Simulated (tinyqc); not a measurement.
# Hot electrons in a saturated n-channel MOSFET, lucky-electron model, step by step

Numbers from tinyqc (`OMP_NUM_THREADS=1 python tinyqc.py 2550141 2550142 out.jsonl`; about 0.01 s on one thread of a shared Intel Xeon 2.30GHz). Printed values are rounded.

Beyond pinch-off the lateral field grows as Esat cosh(y/l) over the velocity-saturated region (pseudo-two-dimensional model). Impact ionisation in this region gives the substrate current, which biases the body forward through Rsub. Currents are per width. Local-field laws: they overstate ionisation when the field peak is narrower than an energy relaxation length.

Inputs (values chosen for the exercise); values close to those of silicon n-channel devices:
- L = 0.25 um (channel length)
- tox = 6.1 nm (oxide thickness)
- xj = 97 nm (junction depth)
- VT = 0.77 V (threshold)
- mu = 430 cm^2/(V s) (effective mobility)
- vs = 8.7e6 cm/s (saturation velocity)
- Ai = 2e6 1/cm (ionisation prefactor)
- Bi = 1.74 MV/cm (ionisation field)
- Rd = 400 ohm um (resistance of the lightly doped drain)
- Rsub = 7700 ohm um (substrate resistance)
- kb = 0.22 (fall of VT per volt of forward body bias)
- lm = 9.2 nm (hot-electron mean free path)
- pb = 3.2 V (oxide barrier)
- Cg = 0.0017 (prefactor of the gate current)
- m = 2.7 (lifetime exponent)
- Hl = 14000 s uA/um (lifetime constant)
- Vd = 2 V (drain voltage)
- Vg = 1.5 V (gate voltage)

Constants: eps0 = 8.8541878128e-14 F/cm where lengths are in cm. Results are converted to the units shown.

## Length and field scales

Cox = 3.9 eps0/tox, l = sqrt(3 tox xj), Esat = 2 vs/mu.

Cox = 0.566087 uF/cm^2
l = 42.1319 nm
Esat = 0.0404651 MV/cm
Esat L = 1.01163 V

## Iteration 1: body bias from the substrate current

Vb at the start = 0 V

Cox = 3.9 eps0/tox. Overdrive g = Vg - VT + kb Vb; Vdsat = g Esat L/(g + Esat L); Id = Cox vs (g - Vdsat); dV = Vd - Id Rd - Vdsat; Em = sqrt((dV/l)^2 + Esat^2); Isub = Id (Ai/Bi) l Em exp(-Bi/Em). Vb(new) = Rsub Isub.

Vdsat = 0.424022 V
Id = 150.693 uA/um
dV = 1.51570 V
Em = 0.362020 MV/cm
Isub = 2.16042 uA/um
Vb after iteration 1 = 0.0166352 V

## Iteration 2: body bias from the substrate current

As before.

Vdsat = 0.425254 V
Id = 151.889 uA/um
dV = 1.51399 V
Em = 0.361616 MV/cm
Isub = 2.16350 uA/um
Vb after iteration 2 = 0.0166590 V

## Course of the iteration: body bias from the substrate current

Stop when Vb changes by less than 1e-9 V, or after 60 iterations.

Course of the iteration:
```
iteration,Vb (V),|change| (V)
1,0.0166352,0.0166
2,0.0166590,2.37e-5
3,0.0166590,3.34e-8
4,0.0166590,4.69e-11
```

Converged in 4 iterations. At the end each change is about 0.0014 times the one before: linear convergence.

## Gate current, lifetime and channel shortening

Id = 151.890 uA/um
dV = 1.51399 V
Em = 0.361616 MV/cm
Isub = 2.16351 uA/um

Ig = Cg Id exp(-pb/(lm Em)); lifetime tau = (Hl/Id)(Isub/Id)^(-m); length of the saturated region dL = l ln[(dV/l + Em)/Esat]. 1 year = 3.15576e7 s.

Isub/Id = 0.0142439
Ig = 17.1651 pA/um
tau = 0.282292 years
dL = 121.346 nm

The lifetime misses ten years. Integrating Ai exp(-Bi/E) over the cosh profile gives Isub/Id = 0.0122, so the closed form is 17 % above it.
